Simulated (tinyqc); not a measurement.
Switching kinetics of a ferroelectric film and the memory window of a ferroelectric gate stack: one step, computed by the program tinyqc. Command: `OMP_NUM_THREADS=1 python tinyqc.py 3000067 3000068 out.jsonl feswitch walk`. One thread of a shared host (Intel(R) Xeon(R) Processor @ 2.30GHz), about 0.02 s of CPU time with the checks.

Fields in MV/cm; 1 microcoulomb/cm^2 over eps_0 is 11.29409 MV/cm. In the stack (metal, ferroelectric, interlayer, channel) the channel is taken as a conductor.

Problem. Memory window. Saturated branches: P(E) = P_s tanh[(E -/+ E_c)/(2 delta)], delta = E_c/ln[(1 + P_r/P_s)/(1 - P_r/P_s)]; D = P + eps_0 eps_F E. At threshold the channel charge is negligible, so D = 0 on each branch: (1 - s) P(E) + eps_0 eps_F E = 0, with the screened share s. The rising branch has the root E0 between 0 and E_c; window = 2 E0 t_F; its upper bound is 2 E_c t_F.

Inputs (values chosen for the exercise, for a model film): saturation polarisation P_s = 35 microcoulomb/cm^2; ratio P_r/P_s = 0.77; coercive field E_c = 1 MV/cm; permittivity of the ferroelectric eps_F = 36; thickness t_F = 23 nm; share s of P screened by trapped charge = 0.57.

delta = 0.4900386 MV/cm

Give: field E0; memory window; bound 2 E_c t_F; fixed-charge estimate 2 (1 - s) P_r t_F/(eps_0 eps_F).

Solution.

field E0 = 0.8266 MV/cm

memory window = 3.802 V

bound 2 E_c t_F = 4.6 V

fixed-charge estimate 2 (1 - s) P_r t_F/(eps_0 eps_F) = 16.72 V

Charge and coercive field both limit the window.
